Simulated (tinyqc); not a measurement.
Dopants and charged point defects at anneal temperature: Fermi-level effect, clustering and pairing: one step, computed by the program tinyqc. Command: `OMP_NUM_THREADS=1 python tinyqc.py 3016234 3016235 out.jsonl pairing walk`. One thread of a shared host (Intel(R) Xeon(R) Processor @ 2.30GHz), about 0.02 s of CPU time with the checks.

Boltzmann statistics and full ionisation of active dopants. Energies are counted from the valence band; the defect (a vacancy or self-interstitial) has five charge states, with all degeneracy factors one.

Question. Charged defects. C_0 = N_s exp(S_f/k_B) exp(-H_f/k_B T). Ratios to the neutral state at E_F = E_i: r_+ = exp((E(+/0) - E_i)/k_B T), r_2+ = r_+ exp((E(2+/+) - E_i)/k_B T), r_- = exp((E_i - E(0/-))/k_B T), r_2- = r_- exp((E_i - E(-/2-))/k_B T); at other E_F state q scales as chi^(-q). The enhancement is sum r_q chi^(-q)/sum r_q. The charge on the defects is left out of neutrality.

Inputs (values chosen for the exercise, for a model semiconductor):
```
quantity,value,unit
anneal temperature T,950,K
formation enthalpy of the neutral defect H_f,2.77,eV
formation entropy S_f,2.3,k_B
site density N_s,4.4e+22,cm^-3
```

Dopant: acceptor. Second part: clustering of the dopant.

defect levels as fractions of E_g(T): (2+/+), (+/0), (0/-), (-/2-): [0.059, 0.15, 0.58, 0.8]

E_g = 0.8774156 eV

k_B T = 0.08186467 eV

n_i = 6.485634e+16 cm^-3

E_i = 0.5543273 eV

chi = 0.001518832

Give: neutral defects C_0; Charge states; all defects, doped; enhancement over intrinsic; mean charge.

Answer.

neutral defects C_0 = 8.859e+08 cm^-3

Charge states:
```
state,ratio r,intrinsic (cm^-3),doped (cm^-3)
2+,1.234e-05,1.093e+04,4.740e+09
+,5.721e-03,5.069e+06,3.337e+09
0,1.000e+00,8.859e+08,8.859e+08
-,1.742e+00,1.543e+09,2.344e+06
2-,2.870e-01,2.543e+08,5.866e+02
```

all defects, doped = 8.965e+09 cm^-3

enhancement over intrinsic = 3.335

mean charge = 1.429 e

Doping leaves the neutral state alone and multiplies the total by 3.33; the most common state is 2+ (in intrinsic material -).
